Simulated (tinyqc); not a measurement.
CCSD on RHF in the sto-3g basis, for BeH2, spin multiplicity 1, step by step. Computed by tinyqc, a small Python program that keeps every step (integrals from PySCF). Settings: charge = 0, multiplicity = 1, basis = sto-3g, method = RHF, energy threshold = 1e-10, iteration cap = 76, orthogonalisation = symmetric, start = Wolfsberg-Helmholz matrix, DIIS depth = 6, amplitude equations = CCSD, DIIS depth for amplitudes = 4, cap on updates = 73. Command: `OMP_NUM_THREADS=1 python tinyqc.py 23091 23092 out.jsonl` (the two numbers bound the seeds that draw the settings). One thread of a shared host (Intel(R) Xeon(R) Processor @ 2.60GHz), about 0.3 s of CPU time with the checks. The early iterations of the SCF are left out here.

## One-electron integrals

Geometry (angstrom):
```
atom       x        y       z
Be    0.0000   0.0000  0.0000
H     0.0000   1.5890  0.0000
H     0.0000  -1.5890  0.0000
```

Basis sto-3g: exponents (1/bohr^2) and contraction coefficients of normalised primitives:
```
element  l (shell)  exponent  coefficient
Be           s (1)   30.1679       0.1543
Be           s (1)    5.4951       0.5353
Be           s (1)    1.4872       0.4446
Be           s (2)    1.3148      -0.1000
Be           s (2)    0.3055       0.3995
Be           s (2)    0.0994       0.7001
Be           p (3)    1.3148       0.1559
Be           p (3)    0.3055       0.6077
Be           p (3)    0.0994       0.3920
H            s (1)    3.4253       0.1543
H            s (1)    0.6239       0.5353
H            s (1)    0.1689       0.4446
```

Overlap, kinetic and nuclear-attraction integrals over the contracted functions; the nuclear repulsion is the sum of Za Zb / Rab.

nuclear repulsion = 2.830715 hartree

overlap S:
```
         1Be 1s  1Be 2s  1Be 2px  1Be 2py  1Be 2pz   2H 1s    3H 1s
1Be 1s   1.0000  0.2595   0.0000   0.0000   0.0000  0.0402   0.0402
1Be 2s   0.2595  1.0000   0.0000   0.0000   0.0000  0.3637   0.3637
1Be 2px  0.0000  0.0000   1.0000   0.0000   0.0000  0.0000   0.0000
1Be 2py  0.0000  0.0000   0.0000   1.0000   0.0000  0.4476  -0.4476
1Be 2pz  0.0000  0.0000   0.0000   0.0000   1.0000  0.0000   0.0000
2H 1s    0.0402  0.3637   0.0000   0.4476   0.0000  1.0000   0.0125
3H 1s    0.0402  0.3637   0.0000  -0.4476   0.0000  0.0125   1.0000
```

kinetic energy T (hartree):
```
          1Be 1s   1Be 2s  1Be 2px  1Be 2py  1Be 2pz    2H 1s    3H 1s
1Be 1s    6.6940  -0.0330   0.0000   0.0000   0.0000  -0.0113  -0.0113
1Be 2s   -0.0330   0.2111   0.0000   0.0000   0.0000   0.0364   0.0364
1Be 2px   0.0000   0.0000   0.6606   0.0000   0.0000   0.0000   0.0000
1Be 2py   0.0000   0.0000   0.0000   0.6606   0.0000   0.1195  -0.1195
1Be 2pz   0.0000   0.0000   0.0000   0.0000   0.6606   0.0000   0.0000
2H 1s    -0.0113   0.0364   0.0000   0.1195   0.0000   0.7600  -0.0052
3H 1s    -0.0113   0.0364   0.0000  -0.1195   0.0000  -0.0052   0.7600
```

nuclear attraction V (hartree):
```
           1Be 1s   1Be 2s  1Be 2px  1Be 2py  1Be 2pz    2H 1s    3H 1s
1Be 1s   -15.2271  -2.0721   0.0000   0.0000   0.0000  -0.3196  -0.3196
1Be 2s    -2.0721  -2.9581   0.0000   0.0000   0.0000  -0.9817  -0.9817
1Be 2px    0.0000   0.0000  -2.8801   0.0000   0.0000   0.0000   0.0000
1Be 2py    0.0000   0.0000   0.0000  -3.0585   0.0000  -1.1763   1.1763
1Be 2pz    0.0000   0.0000   0.0000   0.0000  -2.8801   0.0000   0.0000
2H 1s     -0.3196  -0.9817   0.0000  -1.1763   0.0000  -2.7216  -0.0405
3H 1s     -0.3196  -0.9817   0.0000   1.1763   0.0000  -0.0405  -2.7216
```

core Hamiltonian H = T + V (hartree):
```
          1Be 1s   1Be 2s  1Be 2px  1Be 2py  1Be 2pz    2H 1s    3H 1s
1Be 1s   -8.5332  -2.1051   0.0000   0.0000   0.0000  -0.3308  -0.3308
1Be 2s   -2.1051  -2.7470   0.0000   0.0000   0.0000  -0.9453  -0.9453
1Be 2px   0.0000   0.0000  -2.2195   0.0000   0.0000   0.0000   0.0000
1Be 2py   0.0000   0.0000   0.0000  -2.3980   0.0000  -1.0568   1.0568
1Be 2pz   0.0000   0.0000   0.0000   0.0000  -2.2195   0.0000   0.0000
2H 1s    -0.3308  -0.9453   0.0000  -1.0568   0.0000  -1.9615  -0.0457
3H 1s    -0.3308  -0.9453   0.0000   1.0568   0.0000  -0.0457  -1.9615
```

## Two-electron integrals

Functions are numbered as in S; the eight-fold symmetry (ij|kl) = (ji|kl) = (kl|ij) leaves the list below.

Two-electron integrals (ij|kl) in chemists' order, unique and non-zero (hartree):
```
(11|11) 2.2988     (21|11) 0.3920     (21|21) 0.0795     (22|11) 0.5710
(22|21) 0.1430     (22|22) 0.4177     (31|31) 0.0146     (32|31) 0.0219
(32|32) 0.0923     (33|11) 0.5696     (33|21) 0.1431     (33|22) 0.4176
(33|33) 0.4499     (41|41) 0.0146     (42|41) 0.0219     (42|42) 0.0923
(43|43) 0.0242     (44|11) 0.5696     (44|21) 0.1431     (44|22) 0.4176
(44|33) 0.4014     (44|44) 0.4499     (51|51) 0.0146     (52|51) 0.0219
(52|52) 0.0923     (53|53) 0.0242     (54|54) 0.0242     (55|11) 0.5696
(55|21) 0.1431     (55|22) 0.4176     (55|33) 0.4014     (55|44) 0.4014
(55|55) 0.4499     (61|11) 0.0600     (61|21) 0.0122     (61|22) 0.0221
(61|33) 0.0219     (61|41) 0.0011     (61|42) 0.0020     (61|44) 0.0224
(61|55) 0.0219     (61|61) 0.0019     (62|11) 0.1623     (62|21) 0.0413
(62|22) 0.1338     (62|33) 0.1285     (62|41) 0.0054     (62|42) 0.0345
(62|44) 0.1442     (62|55) 0.1285     (62|61) 0.0070     (62|62) 0.0670
(63|31) 0.0036     (63|32) 0.0172     (63|43) 0.0058     (63|63) 0.0057
(64|11) 0.1806     (64|21) 0.0465     (64|22) 0.1577     (64|33) 0.1484
(64|41) 0.0086     (64|42) 0.0534     (64|44) 0.1761     (64|55) 0.1484
(64|61) 0.0082     (64|62) 0.0892     (64|64) 0.1220     (65|51) 0.0036
(65|52) 0.0172     (65|54) 0.0058     (65|65) 0.0057     (66|11) 0.3319
(66|21) 0.0860     (66|22) 0.3129     (66|33) 0.2907     (66|41) 0.0123
(66|42) 0.1048     (66|44) 0.3571     (66|55) 0.2907     (66|61) 0.0148
(66|62) 0.2039     (66|64) 0.2870     (66|66) 0.7746     (71|11) 0.0600
(71|21) 0.0122     (71|22) 0.0221     (71|33) 0.0219     (71|41) -0.0011
(71|42) -0.0020    (71|44) 0.0224     (71|55) 0.0219     (71|61) 0.0018
(71|62) 0.0059     (71|64) 0.0064     (71|66) 0.0122     (71|71) 0.0019
(72|11) 0.1623     (72|21) 0.0413     (72|22) 0.1338     (72|33) 0.1285
(72|41) -0.0054    (72|42) -0.0345    (72|44) 0.1442     (72|55) 0.1285
(72|61) 0.0059     (72|62) 0.0328     (72|64) 0.0358     (72|66) 0.0731
(72|71) 0.0070     (72|72) 0.0670     (73|31) 0.0036     (73|32) 0.0172
(73|43) -0.0058    (73|63) 0.0021     (73|73) 0.0057     (74|11) -0.1806
(74|21) -0.0465    (74|22) -0.1577    (74|33) -0.1484    (74|41) 0.0086
(74|42) 0.0534     (74|44) -0.1761    (74|55) -0.1484    (74|61) -0.0064
(74|62) -0.0358    (74|64) -0.0383    (74|66) -0.0798    (74|71) -0.0082
(74|72) -0.0892    (74|74) 0.1220     (75|51) 0.0036     (75|52) 0.0172
(75|54) -0.0058    (75|65) 0.0021     (75|75) 0.0057     (76|11) 0.0077
(76|21) 0.0019     (76|22) 0.0054     (76|33) 0.0053     (76|44) 0.0055
(76|55) 0.0053     (76|61) 2.95e-04   (76|62) 0.0018     (76|64) 0.0021
(76|66) 0.0042     (76|71) 2.95e-04   (76|72) 0.0018     (76|74) -0.0021
(76|76) 7.09e-05   (77|11) 0.3319     (77|21) 0.0860     (77|22) 0.3129
(77|33) 0.2907     (77|41) -0.0123    (77|42) -0.1048    (77|44) 0.3571
(77|55) 0.2907     (77|61) 0.0122     (77|62) 0.0731     (77|64) 0.0798
(77|66) 0.1665     (77|71) 0.0148     (77|72) 0.2039     (77|74) -0.2870
(77|76) 0.0042     (77|77) 0.7746
```

## Orthogonalisation

S = U s U^T; symmetric (Loewdin) form X = U s^(-1/2) U^T, so that X^T S X = 1.

eigenvalues of S: 0.3608  0.4502  0.9569  1.0000  1.0000  1.6054  1.6268

X:
```
          1Be 1s   1Be 2s  1Be 2px  1Be 2py  1Be 2pz    2H 1s    3H 1s
1Be 1s    1.0285  -0.1503   0.0000   0.0000   0.0000   0.0209   0.0209
1Be 2s   -0.1503   1.1563   0.0000   0.0000   0.0000  -0.2233  -0.2233
1Be 2px   0.0000   0.0000   1.0000   0.0000   0.0000   0.0000   0.0000
1Be 2py   0.0000   0.0000   0.0000   1.2201   0.0000  -0.3114   0.3114
1Be 2pz   0.0000   0.0000   0.0000   0.0000   1.0000   0.0000   0.0000
2H 1s     0.0209  -0.2233   0.0000  -0.3114   0.0000   1.1730  -0.0558
3H 1s     0.0209  -0.2233   0.0000   0.3114   0.0000  -0.0558   1.1730
```

## Iteration 6 (converged): orbitals

converged F (hartree):
```
          1Be 1s   1Be 2s  1Be 2px  1Be 2py  1Be 2pz    2H 1s    3H 1s
1Be 1s   -4.5315  -1.2900   0.0000   0.0000   0.0000  -0.2068  -0.2068
1Be 2s   -1.2900  -0.5914   0.0000   0.0000   0.0000  -0.3317  -0.3317
1Be 2px   0.0000   0.0000   0.2137   0.0000   0.0000   0.0000   0.0000
1Be 2py   0.0000   0.0000   0.0000  -0.1386   0.0000  -0.2989   0.2989
1Be 2pz   0.0000   0.0000   0.0000   0.0000   0.2137   0.0000   0.0000
2H 1s    -0.2068  -0.3317   0.0000  -0.2989   0.0000  -0.2270  -0.0126
3H 1s    -0.2068  -0.3317   0.0000   0.2989   0.0000  -0.0126  -0.2270
```

Diagonalise F' = X^T F X, C = X C', fill 3 alpha and 3 beta electrons from the bottom; D = 2 C_occ C_occ^T. Each column has its largest component positive (the first on a tie).

F' = X^T F X (hartree):
```
         1        2       3        4       5        6        7
1  -4.4221  -0.6999  0.0000   0.0000  0.0000  -0.0013  -0.0013
2  -0.6999  -0.1538  0.0000   0.0000  0.0000  -0.2726  -0.2726
3   0.0000   0.0000  0.2137   0.0000  0.0000   0.0000   0.0000
4   0.0000   0.0000  0.0000   0.2064  0.0000  -0.3714   0.3714
5   0.0000   0.0000  0.0000   0.0000  0.2137   0.0000   0.0000
6  -0.0013  -0.2726  0.0000  -0.3714  0.0000   0.0404  -0.0665
7  -0.0013  -0.2726  0.0000   0.3714  0.0000  -0.0665   0.0404
```

orbital energies (hartree): MO1 -4.5348, MO2 -0.4141, MO3 -0.3710, MO4 0.2137, MO5 0.2137, MO6 0.3468, MO7 0.6843

coefficients C:
```
             MO1      MO2      MO3      MO4     MO5      MO6      MO7
1Be 1s    0.9919  -0.2120   0.0000   0.0000  0.0000  -0.2292   0.0000
1Be 2s    0.0310   0.6119   0.0000   0.0000  0.0000   1.0411   0.0000
1Be 2px   0.0000   0.0000   0.0000  -0.0540  0.9985   0.0000   0.0000
1Be 2py   0.0000   0.0000   0.4953   0.0000  0.0000   0.0000   1.1989
1Be 2pz   0.0000   0.0000   0.0000   0.9985  0.0540   0.0000   0.0000
2H 1s    -0.0038   0.3925   0.4331   0.0000  0.0000  -0.7213  -0.8151
3H 1s    -0.0038   0.3925  -0.4331   0.0000  0.0000  -0.7213   0.8151
```

D after iteration 6:
```
          1Be 1s   1Be 2s  1Be 2px  1Be 2py  1Be 2pz    2H 1s    3H 1s
1Be 1s    2.0575  -0.1979   0.0000   0.0000   0.0000  -0.1740  -0.1740
1Be 2s   -0.1979   0.7507   0.0000   0.0000   0.0000   0.4801   0.4801
1Be 2px   0.0000   0.0000   0.0000   0.0000   0.0000   0.0000   0.0000
1Be 2py   0.0000   0.0000   0.0000   0.4907   0.0000   0.4291  -0.4291
1Be 2pz   0.0000   0.0000   0.0000   0.0000   0.0000   0.0000   0.0000
2H 1s    -0.1740   0.4801   0.0000   0.4291   0.0000   0.6834  -0.0671
3H 1s    -0.1740   0.4801   0.0000  -0.4291   0.0000  -0.0671   0.6834
```

Within a degenerate level the vectors are fixed only up to a rotation; this is one choice.

## Convergence

Stop when the energy changes by less than 1e-10 hartree and every element of the error matrix X^T (F D S - S D F) X is below 3e-06.

Course of the cycle:
```
iteration  E (hartree)     change  largest element of the error matrix
1           -15.471177          -                             1.69e-01
2           -15.506716  -3.55e-02                             1.86e-02
3           -15.507451  -7.34e-04                             3.09e-03
4           -15.507480  -2.99e-05                             2.74e-04
5           -15.507481  -2.10e-07                             2.65e-07
6           -15.507481  -4.26e-14                             1.45e-10
```

PySCF RHF in the same basis = -15.507481 hartree

Converged in 6 iterations.

## Integrals over molecular orbitals

(pq|rs) = sum C_ip C_jq C_kr C_ls (ij|kl), one index at a time.

one-electron integrals over orbitals h = C^T H C (hartree):
```
         1        2        3        4        5        6        7
1  -8.5219   0.2076   0.0000   0.0000   0.0000   0.2041   0.0000
2   0.2076  -2.2823   0.0000   0.0000   0.0000  -0.2481   0.0000
3   0.0000   0.0000  -2.2141   0.0000   0.0000   0.0000  -0.3155
4   0.0000   0.0000   0.0000  -2.2195   0.0000   0.0000   0.0000
5   0.0000   0.0000   0.0000   0.0000  -2.2195   0.0000   0.0000
6   0.2041  -0.2481   0.0000   0.0000   0.0000  -1.8890   0.0000
7   0.0000   0.0000  -0.3155   0.0000   0.0000   0.0000  -1.8614
```

Two-electron integrals over orbitals (pq|rs), unique and non-zero (hartree):
```
(11|11) 2.2720      (21|11) -0.1865     (21|21) 0.0236      (22|11) 0.4556
(22|21) -0.0057     (22|22) 0.3719      (31|31) 0.0050      (32|31) 0.0108
(32|32) 0.1580      (33|11) 0.4163      (33|21) -0.0023     (33|22) 0.3834
(33|33) 0.4068      (41|41) 0.0157      (42|41) 0.0149      (42|42) 0.0473
(43|43) 0.0123      (44|11) 0.5692      (44|21) -0.0072     (44|22) 0.3522
(44|33) 0.3329      (44|44) 0.4499      (51|51) 0.0157      (52|51) 0.0149
(52|52) 0.0473      (53|53) 0.0123      (54|54) 0.0242      (55|11) 0.5692
(55|21) -0.0072     (55|22) 0.3522      (55|33) 0.3329      (55|44) 0.4014
(55|55) 0.4499      (61|11) -0.1928     (61|21) 0.0249      (61|22) -0.0059
(61|33) -0.0029     (61|44) -0.0057     (61|55) -0.0057     (61|61) 0.0263
(62|11) 0.1382      (62|21) -0.0060     (62|22) -0.0139     (62|33) -0.0408
(62|44) 0.0688      (62|55) 0.0688      (62|61) -0.0052     (62|62) 0.0838
(63|31) -3.35e-04   (63|32) -0.0921     (63|63) 0.0878      (64|41) 0.0161
(64|42) 0.0465      (64|64) 0.0490      (65|51) 0.0161      (65|52) 0.0465
(65|65) 0.0490      (66|11) 0.4577      (66|21) -0.0066     (66|22) 0.3740
(66|33) 0.3852      (66|44) 0.3508      (66|55) 0.3508      (66|61) -0.0065
(66|62) -0.0273     (66|66) 0.3909      (71|31) 0.0094      (71|32) 0.0174
(71|63) 3.29e-04    (71|71) 0.0179      (72|31) 0.0046      (72|32) -0.0387
(72|63) 0.0629      (72|71) 0.0084      (72|72) 0.0574      (73|11) 0.1508
(73|21) -0.0040     (73|22) 0.0013      (73|33) -0.0180     (73|44) 0.0711
(73|55) 0.0711      (73|61) -0.0036     (73|62) 0.0794      (73|66) -0.0204
(73|73) 0.0877      (74|43) 0.0132      (74|74) 0.0170      (75|53) 0.0132
(75|75) 0.0170      (76|31) 0.0097      (76|32) 0.1393      (76|63) -0.0913
(76|71) 0.0161      (76|72) -0.0466     (76|76) 0.1362      (77|11) 0.5430
(77|21) -0.0074     (77|22) 0.3978      (77|33) 0.4135      (77|44) 0.3762
(77|55) 0.3762      (77|61) -0.0074     (77|62) -0.0177     (77|66) 0.4077
(77|73) 0.0044      (77|77) 0.4510
```

## CCSD: starting amplitudes

t_ij^ab = <ij||ab> / (e_i + e_j - e_a - e_b), whose energy is MP2.

Starting amplitudes (spin orbitals 1a, 1b, ...; amplitudes related by a flip of all spins are not repeated):
```
from      to         t
3a 3b  6a 6b   -0.0612
2a 2b  6a 6b   -0.0551
2a 3b  6a 7b   -0.0437
3a 3b  7a 7b   -0.0415
2a 2b  5a 5b   -0.0377
2a 2b  4a 4b   -0.0377
2a 3b  6b 7a    0.0346
2a 2b  7a 7b   -0.0261
3a 3b  5a 5b   -0.0105
3a 3b  4a 4b   -0.0105
2a 3a  6a 7a   -0.0091
1a 2b  5a 5b   -0.0028
1a 2b  4a 4b   -0.0028
1a 1b  6a 6b   -0.0027
1a 1b  7a 7b   -0.0017
1a 1b  5a 5b   -0.0017
1a 1b  4a 4b   -0.0017
1a 2b  7a 7b   -0.0013
1a 2b  6a 6b    0.0009
1a 3a  6a 7a    0.0007
1a 3b  6a 7b    0.0006
1a 3b  6b 7a  5.54e-05
```

correlation energy = -0.030922 hartree

## CCSD: amplitude update 1

t_i^a D_i^a and t_ij^ab D_ij^ab are set to the remaining terms of the spin-orbital equations, evaluated with the old amplitudes; for the doubles these are <ij||ab> + 1/2 <ab||ef> t_ij^ef + 1/2 <mn||ij> t_mn^ab + P(ij)P(ab) <mb||ej> t_im^ae + terms in t^2 + terms with t1, D the orbital-energy denominators.

Amplitudes after update 1 (spin orbitals 1a, 1b, ...; amplitudes related by a flip of all spins are not repeated; the 24 largest):
```
from      to         t
3a 3b  6a 6b   -0.0868
2a 2b  6a 6b   -0.0725
2a 3b  6a 7b   -0.0614
3a 3b  7a 7b   -0.0538
2a 3b  6b 7a    0.0511
2a 2b  5a 5b   -0.0472
2a 2b  4a 4b   -0.0472
2a 2b  7a 7b   -0.0353
2a 3a  6a 7a   -0.0102
2a        6a    0.0062
3a 3b  5a 5b   -0.0061
3a 3b  4a 4b   -0.0061
1a 2b  5a 5b   -0.0031
1a 2b  4a 4b   -0.0031
1a 1b  6a 6b   -0.0022
1a 1b  5a 5b   -0.0015
1a 1b  4a 4b   -0.0015
1a 1b  7a 7b   -0.0015
1a 2b  7a 7b   -0.0015
1a 2b  6a 6b    0.0010
3a        7a   -0.0010
1a 3a  6a 7a    0.0006
1a 3b  6a 7b    0.0006
1a        6a  3.16e-04
```

correlation energy = -0.041939 hartree

## CCSD: amplitude update 2

As before.

Amplitudes after update 2 (spin orbitals 1a, 1b, ...; amplitudes related by a flip of all spins are not repeated; the 24 largest):
```
from      to         t
3a 3b  6a 6b   -0.0995
2a 2b  6a 6b   -0.0787
2a 3b  6a 7b   -0.0676
3a 3b  7a 7b   -0.0581
2a 3b  6b 7a    0.0573
2a 2b  5a 5b   -0.0505
2a 2b  4a 4b   -0.0505
2a 2b  7a 7b   -0.0390
2a 3a  6a 7a   -0.0103
2a        6a    0.0095
1a 2b  5a 5b   -0.0031
1a 2b  4a 4b   -0.0031
1a 1b  6a 6b   -0.0022
3a 3b  5a 5b   -0.0021
3a 3b  4a 4b   -0.0021
3a        7a   -0.0019
1a 2b  7a 7b   -0.0016
1a 1b  5a 5b   -0.0015
1a 1b  4a 4b   -0.0015
1a 1b  7a 7b   -0.0015
1a 2b  6a 6b    0.0010
1a 3b  6a 7b    0.0005
1a 3a  6a 7a    0.0005
1a        6a  3.50e-04
```

correlation energy = -0.046146 hartree

## CCSD: convergence

E_corr = 1/4 sum <ij||ab> t_ij^ab + 1/2 sum <ij||ab> t_i^a t_j^b; stop when the norm of the change is below 1e-8.

Course of the amplitude iterations:
```
update  correlation energy (hartree)  norm of the change
0                          -0.030922                   -
1                          -0.041939            1.02e-01
2                          -0.046146            4.22e-02
3                          -0.048989            1.84e-02
4                          -0.048967            3.04e-03
5                          -0.048990            8.29e-04
6                          -0.048987            8.34e-05
7                          -0.048987            2.55e-05
8                          -0.048987            8.54e-06
9                          -0.048987            1.94e-06
10                         -0.048987            3.34e-07
11                         -0.048987            1.67e-07
12                         -0.048987            3.81e-08
13                         -0.048987            5.67e-09
```

Converged amplitudes (spin orbitals 1a, 1b, ...; amplitudes related by a flip of all spins are not repeated; the 24 largest):
```
from      to         t
3a 3b  6a 6b   -0.1123
2a 2b  6a 6b   -0.0800
2a 3b  6a 7b   -0.0720
2a 3b  6b 7a    0.0608
3a 3b  7a 7b   -0.0594
2a 2b  5a 5b   -0.0538
2a 2b  4a 4b   -0.0538
2a 2b  7a 7b   -0.0415
2a        6a    0.0136
2a 3a  6a 7a   -0.0112
3a        7a   -0.0040
1a 2b  5a 5b   -0.0031
1a 2b  4a 4b   -0.0031
3a 3b  5a 5b    0.0029
3a 3b  4a 4b    0.0029
1a 1b  6a 6b   -0.0021
1a 2b  7a 7b   -0.0016
1a 1b  5a 5b   -0.0015
1a 1b  4a 4b   -0.0015
1a 1b  7a 7b   -0.0015
1a 2b  6a 6b    0.0010
1a 3b  6a 7b  4.89e-04
1a 3a  6a 7a  4.35e-04
1a        6a  3.55e-04
```

CCSD total energy = -15.556468 hartree

T1 diagnostic, norm of the one-spin t1 over sqrt(correlated electrons) = 0.0058

Converged in 13 updates, with DIIS from the third.
